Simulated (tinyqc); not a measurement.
Illuminated p-n diode, drift-diffusion by the Gummel loop with Scharfetter-Gummel fluxes: two steps of the calculation.

Abrupt junction at x = 0, p side from -Lp, n side to Ln, ohmic contacts. psi is counted from the intrinsic level; n = ni exp((psi - phin)/Vt), p = ni exp((phip - psi)/Vt). Contacts: p side psi = V - Vt ln(Na/ni), p = Na, n = ni^2/Na; n side psi = Vt ln(Nd/ni), n = Nd, p = ni^2/Nd. Constant mobilities, D = mu Vt, Boltzmann statistics, SRH recombination through a mid-gap level, U = (n p - ni^2)/(tp (n + ni) + tn (p + ni)). Current is positive from the p contact to the n contact.

Values chosen for this exercise; band and dielectric values those of a made-up semiconductor: temperature T = 275 K; relative permittivity eps_r = 12.8; acceptor density of the p side Na = 4.3e16 cm^-3; donor density of the n side Nd = 6.1e16 cm^-3; electron mobility mun = 460 cm^2/(V s); hole mobility mup = 50 cm^2/(V s); SRH lifetime of electrons tn = 2e-9 s; SRH lifetime of holes tp = 1e-9 s; uniform generation rate G = 2e20 cm^-3 s^-1; bias of the p contact V = 1.01 V.

Constants: q = 1.602176634e-19 C, kB = 1.380649e-23 J/K, Vt = kB T/q, eps0 = 8.8541878128e-14 F/cm where lengths are in cm. Results are converted to the units shown.

Question 1. Poisson equation. With phin and phip held, solve a_i (psi_(i+1) - psi_i) - a_(i-1) (psi_i - psi_(i-1)) + q w_i (p_i - n_i + C_i) = 0 for the inner nodes by Newton steps to convergence; a_i = eps0 eps_r/h_i, h_i = x_(i+1) - x_i, w_i = (h_(i-1) + h_i)/2, C = -Na or +Nd.

```
node  x (nm)  phin at the start (V)  phip at the start (V)
0       -750                   1.01                   1.01
1       -480                      0                   1.01
2       -295                      0                   1.01
3       -167                      0                   1.01
4      -80.3                      0                   1.01
5      -20.5                      0                   1.01
6       20.5                      0                   1.01
7       78.5                      0                   1.01
8        160                      0                   1.01
9        276                      0                   1.01
10       440                      0                   1.01
11       672                      0                   1.01
12      1000                      0                      0
```

ni = 39511.667 cm^-3

Find: psi; n after Poisson; p after Poisson.

Answer 1.

```
node  psi (V)  n after Poisson (cm^-3)  p after Poisson (cm^-3)
0      0.3532                 3.631e-8                 4.300e16
1      0.3532                 1.174e11                 4.300e16
2      0.3532                 1.174e11                 4.299e16
3      0.3535                 1.190e11                 4.244e16
4      0.3611                 1.641e11                 3.077e16
5      0.4421                 5.000e12                 1.010e15
6      0.6203                 9.217e15                 5.478e11
7      0.6622                 5.402e16                 9.346e10
8      0.6650                 6.076e16                 8.309e10
9      0.6651                 6.100e16                 8.277e10
10     0.6651                 6.100e16                 8.277e10
11     0.6651                 6.100e16                 8.277e10
12     0.6651                 6.100e16                 2.559e-8
```

Question 2. Recombination and current. U_i as defined. J = Jn at the p contact + Jp at the n contact + q sum w_i U_i - q G sum w_i over the inner nodes, which avoids differences of large majority fluxes: Jn = (q mun Vt/h_0)[n_1 B(d_0) - n_0 B(-d_0)], Jp = (q mup Vt/h_last)[p_(N-1) B(d_last) - p_N B(-d_last)], d_i = (psi_(i+1) - psi_i)/Vt, B(d) = d/(exp(d) - 1), w_i = (h_(i-1) + h_i)/2.

```
node  x (nm)  converged psi (V)  converged n (cm^-3)  converged p (cm^-3)
0       -750         0.35320436         3.6306321e-8               4.3e16
1       -480         0.35320436         5.5727542e10         4.2999959e16
2       -295         0.35321013         8.7282609e10         4.2989408e16
3       -167         0.35351656         1.0748892e11         4.2437025e16
4      -80.3         0.36113286         1.6189590e11         3.0772608e16
5      -20.5         0.44210425         4.9983022e12         1.0098075e15
6       20.5         0.62029746         9.2168811e15         5.4840760e11
7       78.5         0.66220228         5.4019641e16         1.0078358e11
8        160         0.66498906         6.0760824e16         1.0550079e11
9        276         0.66508067         6.0996176e16         1.1991473e11
10       440         0.66508217         6.1000092e16         1.2538267e11
11       672         0.66508216         6.1000104e16         1.0420078e11
12      1000         0.66508209               6.1e16         2.5592980e-8
```

ni = 39511.667 cm^-3

Wanted: U; Jn at the p contact; Jp at the n contact; recombination; generation; J.

Answer 2.

U, node 0 to 12 (cm^-3 s^-1): [0, 2.786e19, 4.364e19, 5.374e19, 8.095e19, 2.493e21, 5.483e20, 1.008e20, 1.055e20, 1.199e20, 1.254e20, 1.042e20, 0]
Jn at the p contact = 0.003605 A/cm^2
Jp at the n contact = 6.031e-4 A/cm^2
recombination = 0.004260 A/cm^2
generation = 0.004650 A/cm^2
J = 0.003818 A/cm^2

tinyqc, about 0.8 s, one thread, Intel Xeon 2.30GHz (shared host): `OMP_NUM_THREADS=1 python tinyqc.py 2240027 2240028 out.jsonl`
